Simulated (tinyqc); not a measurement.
Biaxially strained (001) channel, valley splitting in an inversion layer: one step of the calculation.

A thin layer grown on a relaxed buffer is stretched in the plane. The two valleys with their long axis along the growth direction (D2) sink against the four in-plane ones (D4); confinement in a triangular well splits them too. Only the lowest subband of each set is kept; one relaxation time, so the weakening of intervalley scattering is left out.

Question. Subband edges and densities of states. Levels E(m) = 2.33811 (hbar^2 q^2 F^2/(2 m))^(1/3): E2 = E(ml), E4 = E(mt) + D; N2 = 2 mt kB T/(pi hbar^2), N4 = 4 sqrt(mt ml) kB T/(pi hbar^2).

Inputs (values chosen for the exercise); values close to those of silicon on relaxed silicon-germanium: temperature T = 250 K; germanium share of the relaxed buffer x = 0.16; lattice mismatch per unit x b1 = 0.0418; elastic constant c11 = 167 GPa; elastic constant c12 = 63.9 GPa; shear deformation potential Xu = 9.24 eV; longitudinal mass ml = 0.922 m0; transverse mass mt = 0.184 m0; confining field F = 0.28 MV/cm.

Constants: q = 1.602176634e-19 C, kB = 1.380649e-23 J/K, hbar = 1.054571817e-34 J s, m0 = 9.1093837015e-31 kg, hbar^2/(2 m0) = 0.0380998212 eV nm^2. Results are converted to the units shown.

D = 109.08857 meV

Find: E2; E4; N2; N4.

Answer.

E2 = 0.07454 eV
E4 = 0.2366 eV
N2 = 3.312e12 cm^-2
N4 = 1.483e13 cm^-2

Of the gap E4 - E2 = 162 meV, confinement gives 53.0 meV.

tinyqc, about 0.01 s, one thread, Intel Xeon 2.30GHz (shared host): `OMP_NUM_THREADS=1 python tinyqc.py 2530020 2530021 out.jsonl`
